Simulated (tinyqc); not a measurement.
Which roughness does what: X-ray reflectivity of a thin film on silicon: critical angles, Parratt recursion, fringes and roughness. Computed by tinyqc, a small Python program. Command: `OMP_NUM_THREADS=1 python tinyqc.py 3120356 3120357 out.jsonl xrr walk`. One thread of a shared host (Intel(R) Xeon(R) Processor @ 2.30GHz), about 0.01 s of CPU time with the checks.

n = 1 - delta + i beta; the classical electron radius is r_e = 2.8179403e-6 nm. Layer 0 is vacuum, 1 the film, 2 the substrate.

Inputs (values chosen for the exercise, modelled on copper on silicon, copper K-alpha radiation): wavelength lambda = 0.15406 nm; film density rho = 8.96 g/cm^3; effective electrons per unit mass, film = 0.458 mol/g; beta/delta, film = 0.023; film thickness d = 68.8 nm; roughness of the surface sigma_1 = 0.97 nm; roughness of the interface sigma_2 = 0.22 nm; substrate density = 2.33 g/cm^3; effective electrons per unit mass, substrate = 0.507 mol/g; beta/delta, substrate = 0.023; grazing angle theta = 1.77 degrees.

Constants: N_A = 6.02214076e+23 1/mol.

Method:
- delta = r_e lambda^2 rho_e/(2 pi), rho_e = density x electrons per mass x N_A; critical angle sqrt(2 delta), q_c = 4 sqrt(pi r_e rho_e).
- k_j = (2 pi/lambda) sqrt(sin^2 theta - 2 delta_j + 2 i beta_j); r_ij = (k_i - k_j)/(k_i + k_j) x exp(-2 k_i k_j sigma^2) (Nevot-Croce); r = (r_01 + r_12 p)/(1 + r_01 r_12 p), p = exp(2 i k_1 d); R = |r|^2.
- Far above the critical angle the period is d theta = lambda/(2 d), or 2 pi/d in q; the envelope runs between (|r_01| - |r_12 p|)^2 and (|r_01| + |r_12 p|)^2; contrast = 2 a b/(a^2 + b^2) with a = |r_01|, b = |r_12 p|; roughness factors on the amplitudes are about exp(-q^2 sigma^2/2).
- R is averaged over one period above each angle (64 points); contrast = (max - min)/(max + min) of R theta^4 over that period. Cases: smooth; only sigma_1; only sigma_2; both.

period in theta = 0.0641496 degrees

Constants:
```
layer      rho_e (1/nm^3)        delta         beta  critical angle (degrees)  q_c (1/nm)
film              2471.29  2.63061e-05  6.05040e-07                  0.415591    0.591647
substrate          711.40  7.57263e-06  1.74170e-07                  0.222977    0.317437
```

Mean R and contrast:
```
theta (degrees)    R smooth  contrast  R, sigma_1  contrast, sigma_1  R, sigma_2  contrast, sigma_2     R, both  contrast, both
0.8              6.7643e-03   0.85156  3.2482e-03         9.9965e-01  6.6731e-03            0.83885  3.1581e-03         0.99859
1.2              1.3056e-03   0.88973  4.1417e-04         7.2239e-01  1.2581e-03            0.86044  3.6930e-04         0.75719
1.8              2.5374e-04   0.91020  7.3395e-05         1.3783e-01  2.3342e-04            0.84332  5.3603e-05         0.16682
2.5              6.8381e-05   0.92015  2.0456e-05         7.1580e-03  5.8713e-05            0.78629  1.1038e-05         0.01876
3.5              1.7834e-05   0.92734  5.5567e-06         7.3092e-04  1.3918e-05            0.64654  1.6560e-06         0.02108
```

At 2.5 degrees sigma_1 alone multiplies the mean R by 0.30 and sigma_2 alone by 0.86; the contrast goes from 0.92 (smooth) to 0.01 and 0.79.
